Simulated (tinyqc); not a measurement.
Random telegraph noise from one oxide trap in a small MOSFET: two steps of the calculation.

An acceptor-like trap exchanges electrons with the channel. Inversion charge Q = Cox u, u = n Vt W0(exp((Vg - VT)/(n Vt))), W0 the Lambert function, n = nf, Cox = eps0 eox/tox; linear regime Id = (W/L) mu Q Vd. Relative to threshold the surface potential rises by Vt ln(u/u0) and the oxide voltage by the rest of Vg - VT, with u0 = n Vt W0(1).

Values chosen for this exercise; values of the order met in silicon transistors: temperature T = 300 K; relative permittivity of the gate insulator (close to silicon nitride) eox = 7.37; insulator thickness tox = 3.4 nm; depth of the trap from the channel interface xt = 1.1 nm; trap level above the channel Fermi level at threshold E0 = 0.29 eV; capture prefactor s0 = 2e-15 cm^2; capture barrier (lattice relaxation) EB = 0.27 eV; tunnelling decay length lt = 0.16 nm; thermal velocity vth = 1.6e7 cm/s; thickness of the inversion layer zi = 2.5 nm; threshold voltage VT = 0.35 V; body factor nf = 1.09; gate voltage Vg = 1.12 V.

Constants: q = 1.602176634e-19 C, kB = 1.380649e-23 J/K, Vt = kB T/q, eps0 = 8.8541878128e-14 F/cm where lengths are in cm. Results are converted to the units shown.

Question 1. Trap level, time constants and occupancy. N = Cox u/q; dpsi = Vt ln(u/u0); E = E0 - dpsi - (xt/tox)(Vg - VT - dpsi); capture time tc = 1/[(N/zi) vth s0 exp(-xt/lt - EB/Vt)]; emission time te = tc exp(-E/Vt); occupancy te/(tc + te).

Give: u; N; dpsi; E; tc; te; occupancy.

Answer 1.

u = 0.6803 V
N = 8.149e12 cm^-2
dpsi = 0.09697 V
E = -0.02472 eV
tc = 3.186e-5 s
te = 8.289e-5 s
occupancy = 0.7223

The trap lies 0.96 Vt below the Fermi level, so it is filled 72.2 % of the time.

Question 2. Lorentzian spectrum. Spectrum S(f) = 4 dI^2/{(tc + te)[(1/tc + 1/te)^2 + (2 pi f)^2]}; corner fc = (1/tc + 1/te)/(2 pi); variance dI^2 tc te/(tc + te)^2. Give S at f = 0, at fc and at 10 fc.

tc = 3.1860300e-5 s
te = 8.2885338e-5 s
dI = 4.0360203 nA

Wanted: fc; S(0); S(fc); S(10 fc); rms current.

Answer 2.

fc = 6916 Hz
S(0) = 3.008e-22 A^2/Hz
S(fc) = 1.504e-22 A^2/Hz
S(10 fc) = 2.978e-24 A^2/Hz
rms current = 1.808 nA

The rms value is 0.448 of the step; it reaches its largest share, 1/2, when tc = te.

Range of the model: VT is taken as given; short-channel effects and the uneven flow of current among few electrons are left out.

tinyqc, about 0.01 s, one thread, Intel Xeon 2.30GHz (shared host): `OMP_NUM_THREADS=1 python tinyqc.py 2710142 2710143 out.jsonl`
